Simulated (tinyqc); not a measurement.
# Quantum limit of the contact resistance of a two-dimensional channel: what changes with what

Parabolic band with gv valleys, C = hbar^2/(2 m0), eta = (EF - Ec)/(kB T). Landauer picture: each mode conducts 2 q^2/h, and the contacts and the channel add incoherently in series, 1/Tt - 1 = 2 (1/tc - 1) + L/lam for the total transmission Tt.

Values chosen for this exercise:
```
symbol,value,unit,meaning
T,77,K,temperature
m,0.4,m0,mass
gv,1,,valleys
n,1.9e13,cm^-2,carrier density
tc,0.28,,transmission of each contact
lam,21,nm,back-scattering length of the channel
```

Constants: q = 1.602176634e-19 C, kB = 1.380649e-23 J/K, hbar = 1.054571817e-34 J s, h = 6.62607015e-34 J s, m0 = 9.1093837015e-31 kg, Vt = kB T/q, hbar^2/(2 m0) = 0.0380998212 eV nm^2. Results are converted to the units shown.

Each table varies one quantity; the others keep the values above.

## Quantum limit against density

n = N ln(1 + exp(eta)), N = gv m kB T/(2 pi C); modes per width M = gv sqrt(m kB T/C) Fm(eta)/(2 sqrt(pi)), Fm(x) = (1/sqrt(pi)) int_0^infinity u^(-1/2)/(1 + exp(u - x)) du; at zero temperature M0 = gv kF/pi, kF = sqrt(2 pi n/gv). kB T in eV. RQ = (h/2q^2)/M for the whole device, R = RQ/Tt; the part of one contact is Rc = RQ (1/tc - 1/2) and the channel adds RQ L/lam.

Quantum limit against density:

| n (cm^-2) | eta | M (1/um) | M0 (1/um) | RQ/2 (ohm um) |
|---|---|---|---|---|
| 1.4e11 | -2.0055 | 9.1612 | 29.854 | 704.41 |
| 3.4e11 | -1.0248 | 21.459 | 46.524 | 300.73 |
| 8.3e11 | 0.10802 | 48.145 | 72.691 | 134.04 |
| 2e12 | 1.6240 | 97.060 | 112.84 | 66.487 |
| 5e12 | 4.4987 | 173.77 | 178.41 | 37.137 |
| 1.2e13 | 10.823 | 275.38 | 276.40 | 23.434 |
| 3e13 | 27.058 | 436.77 | 437.02 | 14.775 |

The limit for one contact, RQ/2, falls from 704 to 14.8 ohm um, as n^(-0.96) between the first two rows (eta = -2.0) and n^(-0.50) between the last two (eta = 27); the non-degenerate power is -1 and the degenerate one -1/2. M0 is 3.26 times M in the first row and 0.057 % above it in the last.

## Total resistance against length

Same model as above.

kB T in eV.

Results:

| L (nm) | R (ohm um) | share of the contacts (%) |
|---|---|---|
| 2 | 231.8 | 98.47 |
| 5.2 | 237.5 | 96.13 |
| 13 | 251.3 | 90.85 |
| 88 | 384.0 | 59.45 |
| 230 | 635.3 | 35.93 |
| 580 | 1255 | 18.19 |

Estimate the missing row, L = 34 nm.

Computed row:

| L (nm) | R (ohm um) | share of the contacts (%) |
|---|---|---|
| 34 | 288.5 | 79.14 |

With this row back in the table: R is a straight line in L with intercept 2 Rc = 228 ohm um; the share of the contacts falls from 98.5 to 18.2 % and is one half at L = lam (2/tc - 1) = 129 nm.

Computed by the program tinyqc: `OMP_NUM_THREADS=1 python tinyqc.py 2760132 2760133 out.jsonl`, one thread of a shared Intel Xeon 2.30GHz, about 0.01 s for the whole run.
